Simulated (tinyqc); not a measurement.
In-plane mass from two subband densities.

Problem. At zero temperature each occupied subband holds N_k = D (EF - E_k), D = md m0 q/(pi hbar^2) per eV. Two subbands are occupied. Find md, EF - E1 and EF - E2.

Constants: q = 1.602176634e-19 C, hbar = 1.054571817e-34 J s, m0 = 9.1093837015e-31 kg. Results are converted to the units shown.

N1, N2 (cm^-2): [3.9761746e11, 2.6e11]
E2 - E1 = 11.6 meV

Solution. N1 - N2 = D (E2 - E1) gives D and so md; each N_k/D is a distance to EF.

md = 0.0284 m0
EF - E1 = 33.5 meV
EF - E2 = 21.9 meV

tinyqc, about 0.1 s, one thread, Intel Xeon 2.30GHz (shared host): `OMP_NUM_THREADS=1 python tinyqc.py 2140064 2140065 out.jsonl`
